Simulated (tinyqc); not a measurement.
Cooling rate: nucleation and growth of vacancy voids in a cooling silicon-like crystal. Computed by tinyqc, a small Python program. Command: `OMP_NUM_THREADS=1 python tinyqc.py 3007024 3007025 out.jsonl voids walk`. One thread of a shared host (Intel(R) Xeon(R) Processor @ 2.30GHz), about 0.7 s of CPU time with the checks.

Spherical voids; vacancies are lost only to voids.

Inputs (values chosen for the exercise, for a model crystal):

| quantity | value | unit |
|---|---|---|
| vacancy density at the melting point C_m | 6.5e+14 | 1/cm^3 |
| formation energy E_f | 3.77 | eV |
| melting point T_m | 1685 | K |
| diffusion prefactor D0 | 0.00043 | cm^2/s |
| migration energy E_m | 0.38 | eV |
| site density rho | 5e+22 | 1/cm^3 |
| void surface energy gamma | 0.942 | J/m^2 |
| cooling rate q | 18 | K/min |
| vacancy excess C0 | 4.1e+13 | 1/cm^3 |
| temperature step | 0.125 | K |

Vacancy supply: given.

Constants: k_B = 8.617333262e-05 eV/K; k_B = 1.380649e-23 J/K.

Method:
- C = C0 as given.
- C_e = C_m exp[-(E_f/k_B)(1/T - 1/T_m)]; D = D0 exp(-E_m/(k_B T)); f = k_B T ln(C/C_e); r* = 2 gamma/(rho f); W* = 16 pi gamma^3/(3 rho^2 f^2); Z = f/sqrt(12 pi W* k_B T); I = rho Z (4 pi r* D C) exp(-W*/(k_B T)).
- March down from 1500 K in steps dT, dt = dT/q, with values at the upper end of each step: a class of I dt voids is born with r*; then all classes grow by r^2 += 2 D (C - C_e) dt/rho; C falls by the vacancies added to voids. Stop at 1150 K. T_n is the T of the largest I, N the final count (classes under 1e-6 /cm^3 are dropped), and the mean radius the number average.

initial excess C = 4.10e+13 1/cm^3

At fixed C:

| q (K/min) | T_n (K) | N (1/cm^3) | mean radius (nm) |
|---|---|---|---|
| 1.8 | 1314.500 | 3.9470e+06 | 36.382 |
| 4.5 | 1308.750 | 1.5312e+07 | 23.132 |
| 9.0 | 1304.250 | 4.2675e+07 | 16.423 |
| 18.0 | 1299.250 | 1.1884e+08 | 11.663 |
| 36.0 | 1294.125 | 3.3044e+08 | 8.285 |
| 72.0 | 1288.500 | 9.1638e+08 | 5.891 |
| 180.0 | 1280.500 | 3.5030e+09 | 3.763 |

Over the rows N goes as q^1.47 and the radius as q^-0.49, near the 3/2 and -1/2 of the scaling argument (depletion time 1/(4 pi N r D) equal to the time in the nucleation range, at fixed N r^3). T_n drops only 34 K for a factor 100 in q. Fast cooling gives many small voids, which an anneal can dissolve.

Extremes, crossings and ranges named in words are read from the listed rows.
